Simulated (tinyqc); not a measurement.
Electron-beam lithography: double-Gaussian proximity function, edge placement and dose correction for parallel lines: one step, computed by the program tinyqc.

Lines are infinitely long. Absorbed energy is counted so that the middle of a very large area written at dose 1 receives 1; the resist develops where it exceeds 1/2.

Question. Interaction matrix. f(r) = [exp(-r^2/alpha^2)/alpha^2 + eta exp(-r^2/beta^2)/beta^2]/(pi (1 + eta)). A line from a to b at dose d gives E(x) = d [S(alpha) + eta S(beta)]/(1 + eta), S(s) = [erf((b - x)/s) - erf((a - x)/s)]/2. M_ij is the mean of E at the two edges of line i from line j at dose 1.

Inputs (values chosen for the exercise, of the order of those for 10 keV electrons in resist on silicon): forward range alpha = 0.016 micrometre; backscatter range beta = 1.3 micrometre; backscatter ratio eta = 0.61.

Lines (micrometre):
```
line  left edge  right edge  centre
1         0.000       0.049  0.0245
2         1.249       1.323  1.2860
3         1.404       1.794  1.5990
4         1.914       3.014  2.4640
```

Give: M.

Answer.

M, rows 1, 2, 3, 4:
```
[[0.3186, 0.0047, 0.0150, 0.0073],
 [0.0031, 0.3227, 0.0601, 0.0823],
 [0.0019, 0.0113, 0.3728, 0.1147],
 [0.0005, 0.0059, 0.0399, 0.4562]]
```
